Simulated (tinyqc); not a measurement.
Worked calculation: a particle near a wafer in liquid: double-layer and van der Waals forces (DLVO), deposition barrier and removal. Computed by tinyqc, a small Python program that keeps every step. Command: `OMP_NUM_THREADS=1 python tinyqc.py 3110947 3110948 out.jsonl dlvo walk`. One thread of a shared host (Intel(R) Xeon(R) Processor @ 2.30GHz), about 0.01 s of CPU time with the checks. Intermediate numbers are printed to about 6 digits and carried at full precision; extremes and crossings named in words are read from the listed rows.

Sphere and flat wall, Derjaguin approximation, constant potentials in the linear-superposition form, no retardation and no hydration force.

Inputs (values chosen for the exercise, of the order of those for silica on copper in water):
```
quantity                             value   unit
particle radius R                       18     nm
Hamaker constant A                 2.5e-20      J
potential of the particle psi_1        -34     mV
potential of the wafer psi_2           -58     mV
salt concentration c                 0.012  mol/L
valence z of the symmetric salt          2      -
temperature T                          343      K
dielectric constant of the liquid     63.7      -
gap h                                 0.94     nm
contact distance h0                    0.4     nm
contact radius over R                 0.18      -
viscosity                             0.83  mPa s
```

Constants: e = 1.602176634e-19 C; N_A = 6.02214076e+23 1/mol; eps_0 = 8.8541878128e-12 F/m; k_B = 1.380649e-23 J/K; k_B = 8.617333262e-05 eV/K.

## Screening

kappa^2 = 2 z^2 e^2 N_A (1000 c)/(eps eps_0 k_B T); gamma_i = tanh(z e psi_i/(4 k_B T)); Z = 64 pi eps eps_0 (k_B T/(z e))^2 gamma_1 gamma_2.

kappa = 0.745399 1/nm

Debye length = 1.34156 nm

gamma_1 = -0.519132

gamma_2 = -0.753559

Z = 9.68918 pN

kappa R = 13.4172

Like signs: the double layers repel.

## Energy and force at one gap

U(h) = Z R exp(-kappa h) - A R/(6 h); F(h) = -dU/dh = kappa Z R exp(-kappa h) - A R/(6 h^2), positive for repulsion.

double-layer energy = 18.2761 k_B T

van der Waals energy = -16.8483 k_B T

U(h) = 1.42779 k_B T

F(h) = -20.3667 pN

Caution: for kappa h below 1 linear superposition is only rough, and charge regulation matters.

## The curve

The formulas are those given above.

Against the gap:
```
h (nm)  kappa h  U (k_B T)        F (pN)
0.4      0.2982   -12.2601  -3.72265e+02
0.6      0.4472    -2.8479  -1.25212e+02
1.0      0.7454     1.6393  -1.33084e+01
1.5      1.1181     1.4810   9.16428e+00
2.5      1.8635    -0.6218   8.16703e+00
4.0      2.9816    -2.0917   1.90512e+00
7.0      5.2178    -2.0629  -8.26097e-01
12.0     8.9448    -1.3150  -5.03879e-01
20.0    14.9080    -0.7919  -1.87456e-01
40.0    29.8160    -0.3959  -4.68750e-02
```

Caution: in rows where h is not small against R, A R/(6 h) overstates the van der Waals term. Caution: in rows with kappa h below 1 linear superposition is only rough.

## Barrier and secondary minimum

F = 0 reads x^2 exp(-x) = y with x = kappa h and y = A kappa/(6 Z); the left side peaks at x = 2 with 4/e^2 = 0.5413, so roots exist for smaller y: x < 2 is the barrier, x > 2 the secondary minimum.

y = 0.320546

position of the barrier = 1.17840 nm

barrier height = 1.86082 k_B T

position of the secondary minimum = 5.11979 nm

energy at the secondary minimum = -2.28280 k_B T

A barrier of this size slows deposition by roughly exp(barrier). The secondary minimum is deep enough to hold particles loosely.

## Critical salt concentration

The barrier height is zero when U = 0 and F = 0 together: kappa h = 1 and kappa = 6 Z/(e A), e = 2.718282 here; c follows from kappa^2, with the potentials held fixed.

critical kappa = 0.855468 1/nm

critical concentration = 0.0158056 mol/L

## Adding salt

kappa scales as sqrt(c); potentials are held fixed. A dash marks rows without a maximum.

Against the concentration:
```
c (mol/L)  Debye length (nm)  barrier at (nm)  barrier (k_B T)  minimum at (nm)  minimum (k_B T)
1.58e-06             116.916          7.31603          32.4297      1.19983e+03     -1.19135e-02
1.58e-05              36.972          4.22165          29.1028      3.25524e+02     -4.31262e-02
1.58e-04              11.692          2.49472          23.4035      8.50023e+01     -1.60690e-01
7.90e-04               5.229          1.77728          17.3046      3.20083e+01     -4.13965e-01
3.16e-03               2.614          1.38075          10.2474      1.31749e+01     -9.63556e-01
7.90e-03               1.653          1.21915           4.6276      6.99767e+00     -1.72847e+00
1.42e-02               1.233          1.17052           0.7254      4.48233e+00     -2.56114e+00
2.37e-02               0.955          1.20335          -2.7204      2.84850e+00     -3.69663e+00
4.74e-02               0.675                -                -                -                -
```

At low salt the barrier tends to Z R = 36.8 k_B T; it is half of that between 1.6e-4 and 7.9e-4 mol/L and changes sign at 0.016 mol/L, while the secondary minimum deepens to -2.6 k_B T at 0.9 of that.

## Removing an attached particle

Adhesion F_a = A R/(6 h0^2) [1 + a^2/(R h0)] - kappa Z R exp(-kappa h0), a the contact radius. Drag in a shear flow F_d = 1.7 x 6 pi mu R^2 G, acting at 1.4 R; rolling starts when 1.4 R F_d = a F_a. Wall shear stress = mu G.

van der Waals adhesion = 1152.19 pN

net adhesion F_a = 1055.70 pN

wall shear stress for rolling = 13073.5 Pa

shear rate G = 1.57512e+07 1/s

Checks made by the program: force against a difference of U (relative difference 4e-10).
